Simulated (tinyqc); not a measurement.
Square-lattice Ising model by mean field, Bethe lattice, transfer matrix, exact enumeration and Monte Carlo steps: one step, computed by the program tinyqc. Command: `OMP_NUM_THREADS=1 python tinyqc.py 3029934 3029935 out.jsonl ising walk`. One thread of a shared host (Intel(R) Xeon(R) Processor @ 2.30GHz), about 1 s of CPU time with the checks.

H = -J sum over nearest pairs s_i s_j, s = +-1, no field, periodic boundaries; energies per site are in J. As a lattice gas or an alloy, s marks which species holds the site.

Task: Three theories of the infinite lattice. K = J/(k_B T). Mean field: m = tanh(4 K m), u = -2 m^2. Bethe: cavity field h = 3 artanh(tanh K tanh h), m = tanh(4h/3), u = -2 (tanh K + tanh^2 h)/(1 + tanh K tanh^2 h). Exact: m = [1 - sinh(2K)^(-4)]^(1/8) below T_c; u = -coth(2K) [1 + (2/pi)(2 tanh^2(2K) - 1) K1(k)], k = 2 sinh(2K)/cosh^2(2K), K1 the complete elliptic integral of the first kind. The largest root is taken.

Inputs (values chosen for the exercise, for a model lattice): temperature T = 294 K.

K = 0.2948495

Give: m, mean field; u, mean field; cavity field h; m, Bethe; u, Bethe; m, exact; u, exact.

Result:

m, mean field = 0.6333

u, mean field = -0.8022

cavity field h = 0

m, Bethe = 0

u, Bethe = -0.5732

m, exact = 0

u, exact = -0.6883

Against the exact energy mean field misses by -0.114 J and Bethe by +0.115 J.
